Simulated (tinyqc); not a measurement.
# Composition from the perpendicular lattice constant

Question. The layer is x parts of the first compound and 1 - x of the second, grown coherently on the second as substrate and barrier. Rows of the table: lattice constant a, average valence level Ea on an absolute scale, spin-orbit splitting so, gaps at Gamma, X and L, hydrostatic deformation potentials av and ac (Gamma), shear potential b, elastic constants, electron and heavy-hole (along z) masses. All are interpolated linearly in x; gaps get -C x (1 - x), taken wholly in the conduction band; real line-ups can differ from this model by 0.1 eV or more. In-plane strain e = (a_substrate - a)/a, e_z = -2 (c12/c11) e, volume change 2 e + e_z. X-ray diffraction gives a_z = a (1 + e_z) of the coherent layer. Find x, e and the relaxed Gamma gap.

Parameters, values chosen for the exercise: bowing of the Gamma gap CG = 0.1 eV; bowing of the X gap CX = 0.27 eV; bowing of the L gap CL = 0.27 eV.

Binary compounds, values chosen for the exercise:
```
              close to InAs  close to InP
a (angstrom)          6.058         5.869
Ea (eV)               -6.67         -7.04
so (eV)               0.383         0.111
EG (eV)               0.355          1.34
EX (eV)                1.36          2.19
EL (eV)                1.07          1.91
av (eV)               0.993          1.28
ac (eV)               -5.15         -4.99
b (eV)                 -1.8         -1.69
c11 (GPa)              83.7           103
c12 (GPa)                46          55.4
me (m0)               0.023        0.0811
mh (m0)               0.325         0.534
```

lattice constant along the growth direction = 6.02654761 angstrom

Solution. a_z changes steadily with x, about (1 + 2 c12/c11) times as fast as the relaxed lattice constant, so one composition matches.

x = 0.400
e = -1.27 %
relaxed Gamma gap = 0.922 eV

tinyqc, about 0.01 s, one thread, Intel Xeon 2.30GHz (shared host): `OMP_NUM_THREADS=1 python tinyqc.py 2690160 2690161 out.jsonl`
